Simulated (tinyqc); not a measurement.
Reflectance at normal incidence against thickness.

Normal incidence on air, film (n1) and substrate (N2 = n2 - i k2): r01 = (1 - n1)/(1 + n1), r12 = (n1 - N2)/(n1 + N2), amplitude (r01 + r12 X)/(1 + r01 r12 X), X = exp(-4 pi i n1 d/lam), R its squared modulus, phase from 0 to 360 degrees.

Values chosen for this exercise:
- lam = 632.8 nm (wavelength)
- n1 = 1.46 (index of the transparent film)
- n2 = 3.882 (index of the substrate)
- k2 = 0.019 (extinction coefficient of the substrate)

Results:
```
d (nm)  R (%)  phase of the reflected amplitude (degrees)
0       34.85                                       179.8
28      31.75                                       149.8
55      23.52                                       115.9
82      13.30                                       69.16
110     8.498                                       354.7
165     24.84                                       239.1
192     32.49                                       206.2
220     34.80                                       176.4
```

Estimate the missing row, d = 138 nm.

Computed row:
```
d (nm)  R (%)  phase of the reflected amplitude (degrees)
138     14.54                                       283.4
```

With this row back in the table: R goes from 34.9 through a minimum of 8.50 (at d = 110 nm among the rows listed) to 34.8 %. At a quarter wave, d = 108 nm, R = 8.47 %; for a transparent substrate it would vanish for n1 = sqrt(n2) = 1.97.

Program tinyqc, `OMP_NUM_THREADS=1 python tinyqc.py 2870125 2870126 out.jsonl`; Intel Xeon 2.30GHz, shared host, one thread, about 0.01 s.
